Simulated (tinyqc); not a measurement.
Worked calculation: heavy doping: gap narrowing, degeneracy and the minority density. Values are carried at full precision from step to step, so a last printed digit may differ when a step is redone from the rounded ones.

Empirical narrowing (Slotboom form, constants chosen for the exercise; published fits of this form give the apparent narrowing, here it is taken as the true one): dEg = E0 [ln(N/N0) + sqrt(ln(N/N0)^2 + C)].

Constants: kB = 8.617333262e-05 eV/K; e^2/(4 pi eps0) = 14.39964547 eV angstrom.

Parameters, chosen for this exercise (gap and densities of states near those of Si at this temperature; narrowing constants near the fits for Si; the results hold for these values, not for the real material): N = 1.6e+18 1/cm^3 (ionised donors, equal to the majority density); E0 = 6.71 meV (narrowing scale); N0 = 1.2e+17 1/cm^3 (onset density); C = 0.5 (smoothing constant); Nc = 5.19e+19 1/cm^3 (conduction-band density of states); Eg = 1.08 eV (gap); Nv = 2.02e+19 1/cm^3 (valence-band density of states); T = 450 K; eps = 11.8 (dielectric constant); Mv = 6 (majority valleys).

## Gap narrowing

Evaluate at N.

ln(N/N0) = 2.5903
dEg (empirical fit) = 35.40 meV

Well above N0 each decade of doping adds 2 E0 ln 10 = 30.9 meV.

## Degeneracy of the majority band

F_j(eta) = (1/Gamma(j + 1)) integral_0^infinity x^j dx/(1 + exp(x - eta)), which tends to exp(eta) for eta << 0.

Majority: N = Nc F_1/2(eta), eta the distance of EF beyond the majority band edge in kT. Degeneracy factor gam = F_1/2(eta)/exp(eta). ni0^2 = Nc Nv exp(-Eg/kT); product n p = ni0^2 gam exp(dEg/kT), dEg the true narrowing; apparent narrowing dEa = dEg + kT ln gam; minority density = n p/N.

Solve for eta and form gam.

N/Nc = 0.03083
eta = -3.4684
gam = 0.9892

## Product and minority density

Combine both effects.

ni0 = 2.90e+13 1/cm^3
exp(dEg/kT) = 2.49
dEa = 35.0 meV
sqrt(n p) = 4.55e+13 1/cm^3
minority density = 1.30e+09 1/cm^3

Narrowing multiplies the product by 2.49 and degeneracy by 0.989; together they change the minority density by a factor 2.46 against ni0^2/N.

## Two estimates of the size

Two physical estimates, e2 = e^2/(4 pi eps0), N in 1/angstrom^3: exchange shift at the Fermi level, Ex = (e2/eps) kF/pi with kF = (3 pi^2 N/Mv)^(1/3); screened-pair energy (Lanyon-Tuft), Es = (3/4)(e2/eps) qs with qs^2 = (4 pi e2 N/(eps kT)) F_-1/2(eta)/F_1/2(eta).

Evaluate both at N.

kF = 0.01991 1/angstrom
Ex = 7.73 meV
Es = 22.90 meV

Against the fitted dEg = 35.4 meV, Ex is 0.22 and Es 0.65 times as large; each keeps one mechanism only, and Ex assumes a strongly degenerate gas, while here eta is only -3.47.

## Checks

- Minority density against the Boltzmann occupation of the other band at the narrowed gap (1/cm^3): both 1.296e+09.

Computed by tinyqc, a small Python program: `OMP_NUM_THREADS=1 python tinyqc.py 1681674 1681675 out.jsonl` (the numbers bound the seed that draws the inputs); one thread of a shared host (Intel(R) Xeon(R) Processor @ 2.30GHz), about 0.01 s for the whole set of steps.
